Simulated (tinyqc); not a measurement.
Tersoff bond-order potential: one step, computed by the program tinyqc. Command: `OMP_NUM_THREADS=1 python tinyqc.py 3005337 3005338 out.jsonl tersoff walk`. One thread of a shared host (Intel(R) Xeon(R) Processor @ 2.30GHz), about 0.01 s of CPU time with the checks.

E = (1/2) sum_(i, j != i) [A exp(-lambda r_ij) - b_ij B exp(-mu r_ij)], b_ij = (1 + (beta zeta_ij)^n)^(-1/(2n)), zeta_ij = sum_(k != i, j) g(theta_ijk), g = 1 + c^2/d^2 - c^2/(d^2 + (h - cos theta)^2), with theta at atom i. Only nearest neighbours count (cut-off function 1 for them, 0 beyond).

Task: The diamond lattice. zeta = 3 g(cos theta = -1/3). With z equal bonds of order b, r = ln(lambda A/(mu b B))/(lambda - mu) and E per atom = -(z/2) b B exp(-mu r)(1 - mu/lambda). a0 = 4 r/sqrt3; B0 = phi''(r)/(3 a0) with phi'' = mu (lambda - mu) b B exp(-mu r), since b does not change under uniform scaling.

Inputs (values chosen for the exercise, modelled on carbon):
```
quantity     value        unit
A           1407.1          eV
B           340.85          eV
lambda      3.4879  1/angstrom
mu          2.2119  1/angstrom
beta      1.59e-07           -
n           0.7381           -
c            39150           -
d            4.352           -
h          -0.5522           -
```

Constants: 1 eV/angstrom^3 = 160.2176634 GPa.

Give: zeta; bond order b; bond length; energy per atom of the diamond lattice; lattice constant a0; bulk modulus B0.

Result:

zeta = 6.125e+05

bond order b = 0.8943

bond length = 1.556 angstrom

energy per atom of the diamond lattice = -7.145 eV

lattice constant a0 = 3.593 angstrom

bulk modulus B0 = 409.7 GPa
